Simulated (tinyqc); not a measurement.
## Floating body of a partially depleted SOI transistor: body voltage and kink: output curve and kink

Source at 0 V. Channel current Ic = 2 nf K Vt^2 [F(0) - F(Vd)](1 + la Vd), F(V) = ln^2(1 + exp((Vg - VT - nf V)/(2 nf Vt))), VT = VT0 - gb Vb. Saturation voltage Vs = 2 Vt sqrt(F(0)) + 3 Vt, excess Ve = (Vd - Vs + sqrt((Vd - Vs)^2 + 0.0004 V^2))/2, multiplication M1 = Ai Ve exp(-Bl/Ve). Each junction passes D(v) = J1 (exp(v/Vt) - 1) + J2 (exp(v/(2 Vt)) - 1). Bipolar current Ib = bb J1 (exp(Vb/Vt) - 1). The body settles where M1 (Ic + Ib) = D(Vb) + D(Vb - Vd) + Vb/Rb; drain current Id = (1 + M1)(Ic + Ib) - D(Vb - Vd).

Rows with more than one solution for Vb (latch) are left out; dId/dVd by a forward difference over 1e-4 V, swing = 1e-4 V over the change of log10 Id; M1 under 1e-12 is printed as 0.

Inputs (values chosen for the exercise); values of the order met in partially depleted silicon-on-insulator transistors: temperature T = 300 K; threshold at zero body voltage VT0 = 0.39 V; fall of the threshold per volt of body voltage gb = 0.11; slope factor nf = 1.31; gain factor per width K = 140 uA/(V^2 um); channel-length modulation factor la = 0.03 1/V; impact-ionisation prefactor Ai = 3.7 1/V; impact-ionisation voltage Bl = 5.5 V; diffusion saturation current of each junction J1 = 2.1e-13 uA/um; recombination saturation current of each junction J2 = 4.5e-9 uA/um; gain of the lateral bipolar transistor on the diffusion current bb = 0; resistance of a weak body tie to the source (1e9 stands for no tie, and the term is then dropped) Rb = 1e9 kohm um; gate voltage Vg = 0.89 V.

Constants: q = 1.602176634e-19 C, kB = 1.380649e-23 J/K, Vt = kB T/q. Results are converted to the units shown.

Output curve and kink:
```
Vd (V)  Vb (V)        M1  Id, floating (uA/um)  Id, grounded (uA/um)  ratio  dId/dVd, floating (uS/um)  dId/dVd, grounded (uS/um)
1       0.5452  2.749e-5                 17.26                 13.76  1.254                      5.484                     0.4227
1.16    0.6298  4.941e-4                 17.93                 13.84  1.295                      3.346                     0.5782
1.32    0.6801  0.003174                 18.41                 13.96  1.319                      2.885                      1.041
1.48    0.7146   0.01161                 18.90                 14.20  1.332                      3.350                      1.916
1.64    0.7400   0.03032                 19.53                 14.60  1.337                      4.583                      3.202
1.8     0.7596   0.06368                 20.40                 15.24  1.339                      6.446                      4.831
```

Read the table: what changes, and by how much?

Vb rises from 0.545 to 0.760 V and the ratio of the currents rises from 1.25 to 1.34. The output conductance with a floating body exceeds the grounded value by the largest factor among the rows, 13.0, at Vd = 1 V, where Vb = 0.545 V and M1 = 2.75e-5.

Range of the model: The multiplication law is an empirical form chosen for the exercise; self-heating and capacitive coupling to the body are left out, and the linear laws are rough once Vb passes about 0.7 V or M1 about 0.1.

tinyqc, about 0.2 s, one thread, Intel Xeon 2.30GHz (shared host): `OMP_NUM_THREADS=1 python tinyqc.py 2182104 2182105 out.jsonl`
